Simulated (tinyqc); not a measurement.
# A tight-binding chain with uneven site energies, recursive Green functions: two studies

The device has N = 7 slices of 1 site(s), nearest-neighbour hopping -t, and site energies U; the leads are semi-infinite continuations with site energy 0. V = <i+1|H|i> = -t 1.

Values chosen for this exercise: hopping (matrix element -t) t = 2.7 eV; site energies, slice by slice U = [0.52, 0.66, 1.14, 0.64, 0.14, -0.02, -0.27] eV; energy E = -2.72 eV.

Each table varies one quantity; the others keep the values above.

## Effect of the strength of the potential

Sigma = t^2 g(E), g(x) = (x - i sqrt(4 t^2 - x^2))/(2 t^2) for |x| < 2 t and (x - sign(x) sqrt(x^2 - 4 t^2))/(2 t^2) otherwise; Gamma = i (Sigma - Sigma^dagger); both leads give the same. Forward pass: g_1 = (E - H_1 - Sigma)^(-1), g_i = (E - H_i - V g_(i-1) V^dagger)^(-1), with Sigma also subtracted on the last slice; G_(i,1) = g_i V G_(i-1,1), starting from g_1. H_i is the block of slice i, its site energy. T(E) = Tr[Gamma G_(N,1) Gamma G_(N,1)^dagger]. All U are multiplied by the factor sc.

Effect of the strength of the potential:
```
sc,T(E),"reflection, modes - T(E)"
0,1.0000,0
0.25,0.99980,2.0009e-4
0.5,0.99913,8.7041e-4
0.75,0.99746,0.0025406
1,0.99346,0.0065387
1.25,0.98463,0.015372
1.5,0.96685,0.033147
1.75,0.93428,0.065718
2,0.88009,0.11991
```

T(E) falls from 1.00 to 0.880. At sc = 0 the device equals the leads and transmits all 1 open mode(s). Between the first two non-zero rows the reflection goes as sc^(2.12); weak scattering gives sc^2.

## Transmission against energy

Same model as above.

Transmission against energy:
```
E (eV),open modes,T(E),T(E) per open mode
-5.13,1,0.11882,0.11882
-4.28,1,0.65860,0.65860
-3.42,1,0.97816,0.97816
-2.56,1,0.99378,0.99378
-1.71,1,0.98619,0.98619
-0.85,1,0.98239,0.98239
0,1,0.99470,0.99470
0.85,1,0.99475,0.99475
1.71,1,0.98201,0.98201
2.57,1,0.98876,0.98876
3.42,1,0.99971,0.99971
4.27,1,0.99506,0.99506
5.13,1,0.64317,0.64317
```

What does the table show?

T(E) lies between 0.119 (E = -5.13 eV) and 1.00 (E = 3.42 eV) in these rows. The leads offer 1 open mode(s), of which the mean share 0.87 is transmitted.

tinyqc, about 0.01 s, one thread, Intel Xeon 2.30GHz (shared host): `OMP_NUM_THREADS=1 python tinyqc.py 2660004 2660005 out.jsonl`
